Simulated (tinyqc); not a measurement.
Width from the threshold shift.

Inverse problem. Undoped body with a flat potential across it, hard walls, transport along x. One isotropic valley (g = 1, mx = my = mz = me). Non-parabolicity enters the subband edges through E (1 + al E) = gamma, so E = 2 gamma/(1 + sqrt(1 + 4 al gamma)); motion within a subband is taken as parabolic with the band-edge mass. Energies are counted from the bulk band edge. gamma = C pi^2 [a^2/(my (t + dl)^2) + b^2/(mz (H + dl)^2)], C = hbar^2/(2 m0). Each subband has N_k = g sqrt(2 mx m0 kB T/(pi hbar^2)); without degeneracy n = exp(EF/Vt) sum N_k exp(-E_k/Vt). Classical value Nc times t H, Nc = sum over valleys of 2 g (m m0 kB T/(2 pi hbar^2))^1.5 with m = (mx my mz)^(1/3). Threshold shift dVT = Vt ln(classical value/sum N_k exp(-E_k/Vt)). Find t and the lowest subband edge.

Parameters, values chosen for the exercise; masses close to those of In0.53Ga0.47As: temperature T = 300 K; mass at the band edge me = 0.0407 m0; non-parabolicity al = 1.3 1/eV; widening of the box by penetration into the insulator dl = 0 nm; height (along z) H = 8.9 nm.

Constants: q = 1.602176634e-19 C, kB = 1.380649e-23 J/K, hbar = 1.054571817e-34 J s, m0 = 9.1093837015e-31 kg, Vt = kB T/q, hbar^2/(2 m0) = 0.0380998212 eV nm^2. Results are converted to the units shown.

dVT = 142.33324 mV

Solution. dVT is evaluated for trial values of t with all subbands; between 1.5 and 25 nm one value matches.

t = 8.90 nm
E_1 = 188 meV

Numbers from tinyqc (`OMP_NUM_THREADS=1 python tinyqc.py 2350081 2350082 out.jsonl`; about 0.1 s on one thread of a shared Intel Xeon 2.30GHz).
